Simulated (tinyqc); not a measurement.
# Worked calculation: ESD clamp with bipolar snapback, compact model and design window

Computed by the program tinyqc: `OMP_NUM_THREADS=1 python tinyqc.py 2670017 2670018 out.jsonl`, one thread of a shared Intel Xeon 2.30GHz, about 0.01 s for the whole run. Printed values are rounded.

The drain junction multiplies the current that enters it: Igen = (M - 1)(Ic + I0), M = 1/(1 - (Vj/BV)^n). The generated holes leave through the substrate resistance and the base of the parasitic npn: Igen = Vb/Rb + Ic/be, Ic = Is exp(Vb/Vt). Terminal current I = Ic + I0 + Igen and voltage V = Vj + I Ro, per width. Isothermal, constant gain.

Parameters, values chosen for the exercise; values close to those of grounded-gate n-channel clamps: temperature T = 300 K; junction breakdown voltage BV = 7.7 V; exponent of the multiplication n = 2.7; current gain of the parasitic npn be = 5.3; saturation current Is = 1.3e-17 A/um; junction leakage I0 = 4.9e-12 A/um; substrate resistance Rb = 60000 ohm um; drain ballast and contact resistance Ro = 220 ohm um; failure current for 100 ns It2 = 10.6 mA/um; finger width Wf = 30 um; number of fingers Nf = 8; human-body-model level Lv = 4 kV; oxide breakdown voltage for 100 ns Vox = 10.5 V; supply voltage Vdd = 1.8 V.

Constants: q = 1.602176634e-19 C, kB = 1.380649e-23 J/K, Vt = kB T/q. Results are converted to the units shown.

## The snapback curve

Vb, point 0 to 8 (V): [0.05, 0.3, 0.374, 0.434, 0.484, 0.642, 0.791, 0.811, 0.841]

For given Vb: Ic, Igen, M = 1 + Igen/(Ic + I0), Vj = BV (1 - 1/M)^(1/n), I and V.

```
point   Ic (uA/um)          M   Vj (V)  I (uA/um)    V (V)
0      8.99304e-11  1.70066e5  7.69998   0.833338  7.70017
1       1.42469e-6  7.90553e5  7.70000    5.00001  7.70110
2       2.49383e-5  2.08905e5  7.69999    6.23337  7.70136
3       2.53993e-4    27940.6  7.69990    7.23364  7.70149
4       0.00175706    4579.43  7.69938    8.06876  7.70115
5         0.792627    14.6880  7.50152    11.6422  7.50408
6          252.440    1.24090  4.19590    313.254  4.26482
7          547.197    1.21338  4.04501    663.958  4.19108
8          1746.31    1.19671  3.94509    2089.82  4.40485
```

V peaks at Vt1 = 7.701 V and falls to Vh = 4.191 V: once the npn supplies current, a small M feeds the base. At high current M tends to 1 + 1/be and Vj to BV (1 + be)^(-1/n) = 3.894 V.

## Iteration 1: base voltage at the failure current

Vb at the start = 0.75 V

I(Vb) = Ic (1 + 1/be) + I0 + Vb/Rb, I' = Ic (1 + 1/be)/Vt + 1/Rb; Newton steps on ln I: Vb(new) = Vb - ln(I/It2) I/I'. V follows from the introduction.

I = 0.07394033 mA/um
V = 4.951880 V
I' = 2.393285 mS/um
Vb after iteration 1 = 0.9034041 V

## Iteration 2: base voltage at the failure current

As before.

I = 23.21725 mA/um
V = 9.007131 V
I' = 897.5177 mS/um
Vb after iteration 2 = 0.8831223 V

## Course of the iteration: base voltage at the failure current

Stop when Vb changes by less than 1e-10 V, or after 20 iterations. Vb must stay between 0 and 8 V.

Course of the iteration:
```
iteration     Vb (V)  |change| (V)
1          0.9034041         0.153
2          0.8831223        0.0203
3          0.8831159       6.37e-6
4          0.8831159      1.03e-12
```

Converged in 4 iterations. At the end the number of correct digits about doubles with each step.

## Design window and human-body level

Vt1 = 7.701489 V
Vh = 4.191038 V
Vt2 = 6.236973 V

Human-body model: 100 pF through 1500 ohm, peak current about (level - Vt2)/1500 ohm, decay time 150 ns. All fingers turn on before the first fails if Vt2 > Vt1; then the clamp carries Nf Wf It2, otherwise in the worst case Wf It2. Margins: Vh - 1.1 Vdd against latching in operation, Vox - max(Vt1, Vt2) for the protected oxide.

peak current = 2.662509 A
current the clamp carries = 0.318 A
level it withstands = 0.4832370 kV
holding margin = 2.211038 V
oxide margin = 2.798511 V

Uniform turn-on is not assured; the clamp fails the level. Both margins are positive.
